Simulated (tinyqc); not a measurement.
Thickness and doping from the maximum and minimum capacitance.

Problem. A MOS capacitor has Cmax = Cox = eps0 eox/tox and 1/Cmin = 1/Cox + Wm/(eps0 eps_r), with Wm = sqrt(4 eps0 eps_r Vt ln(N/ni)/(q N)) and N well above ni. Find tox, Wm and N.

Parameters, values chosen for the exercise; band and dielectric values close to those of In0.53Ga0.47As:
- T = 293 K (temperature)
- eps_r = 14.1 (relative permittivity)
- eox = 9.06 (relative permittivity of the gate insulator (close to aluminium oxide))

Constants: q = 1.602176634e-19 C, kB = 1.380649e-23 J/K, Vt = kB T/q, eps0 = 8.8541878128e-14 F/cm where lengths are in cm. Results are converted to the units shown.

Cmax = 1.4324811 uF/cm^2
Cmin = 0.10985766 uF/cm^2
ni = 5.8220774e11 cm^-3

Answer. Cmax gives tox and the series difference Wm. N follows by iterating N = 4 eps0 eps_r Vt ln(N/ni)/(q Wm^2); ln(N/ni)/N falls steadily for N > e ni, so there is one root in that range.

tox = 5.600 nm
Wm = 104.9 nm
N = 8.500e16 cm^-3

Numbers from tinyqc (`OMP_NUM_THREADS=1 python tinyqc.py 2060044 2060045 out.jsonl`; about 0.01 s on one thread of a shared Intel Xeon 2.30GHz).
